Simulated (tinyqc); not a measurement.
# Implanted layer, carriers, mobility and sheet resistance: effect of the peak chemical concentration

An n-type layer from the surface x = 0 to the junction xj, N(x) = N0 exp(-(x - Rp)^2/(2 sg^2)). Local neutrality (no depletion at surface or junction, no spilling of carriers), intrinsic carriers neglected, full ionisation of active dopants.

xj = Rp + sg sqrt(2 ln(N0/Nb)). Active dopant A = min(N, Ns); n = A - Nb; mobility mu = m1 + (m2 (T/300 K)^(-bt) - m1)/(1 + ((A + Nb)/Nr)^am). Dose = integral of N, carrier sheet density = integral of n, 1/Rs = q integral of n mu, mean mobility 1/(q Rs sheet density), Hall mobility (unit Hall factor) = integral of n mu^2 over integral of n mu, Hall sheet density = (integral of n mu)^2/integral of n mu^2; all from 0 to xj. Integrals on 4000 steps.

Inputs (values chosen for the exercise); values close to those of phosphorus in germanium over a p-type background:
- T = 300 K (temperature)
- Nb = 7.7e14 cm^-3 (background doping of the opposite type)
- m1 = 151 cm^2/(V s) (mobility limit at high doping)
- m2 = 3990 cm^2/(V s) (mobility limit at low doping, at 300 K)
- Nr = 2.62e17 cm^-3 (reference doping of the mobility law)
- am = 0.576 (exponent of the mobility law)
- bt = 2 (temperature exponent of m2)
- Ns = 5.02e19 cm^-3 (solubility limit of active dopant)
- sg = 32 nm (straggle after annealing)
- Rp = 27 nm (projected range)

Constants: q = 1.602176634e-19 C. Results are converted to the units shown.

Effect of the peak chemical concentration:
```
N0 (cm^-3)	xj (nm)	dose (cm^-2)	carriers (cm^-2)	Rs (ohm/square)	mean mobility (cm^2/(V s))	Rs xj (ohm nm)	Hall/true sheet density
6.7e16	122.6	4.295e11	4.201e11	5099	2914	6.253e5	0.9963
1.8e17	132.7	1.155e12	1.145e12	2231	2443	2.960e5	0.9902
4.9e17	142.0	3.146e12	3.135e12	1042	1911	1.479e5	0.9780
1.3e18	150.4	8.348e12	8.336e12	529.3	1415	7.959e4	0.9587
3.7e18	158.8	2.376e13	2.375e13	269.4	975.5	4.278e4	0.9319
9.9e18	166.2	6.357e13	6.356e13	145.7	673.9	2.422e4	0.9078
2.7e19	173.4	1.734e14	1.734e14	77.03	467.4	1.336e4	0.8940
7.4e19	180.3	4.752e14	3.893e14	44.31	361.8	7988	0.9032
2e20	186.8	1.284e15	4.799e14	37.12	350.3	6934	0.9225
```

As N0 goes from 6.7e16 to 2e20, xj rises from 123 to 187 nm, Rs falls from 5100 to 37.1 ohm/square, the mean mobility falls from 2910 to 350 cm^2/(V s) and the share of the dose that conducts goes from 97.8 through a maximum of 100 (at N0 = 2.7e19 among the rows listed) to 37.4 %. Rs goes as dose^(-0.84) at the low end and dose^(-0.18) at the high end; constant mobility and activation would give -1. Above N0 = Ns = 5.02e19 cm^-3 added dopant only widens the clipped top. For N0 = 6.7e16 depletion at the junction, left out, would remove a tenth of the carriers or more.

Numbers from tinyqc (`OMP_NUM_THREADS=1 python tinyqc.py 2110033 2110034 out.jsonl`; about 0.01 s on one thread of a shared Intel Xeon 2.30GHz).
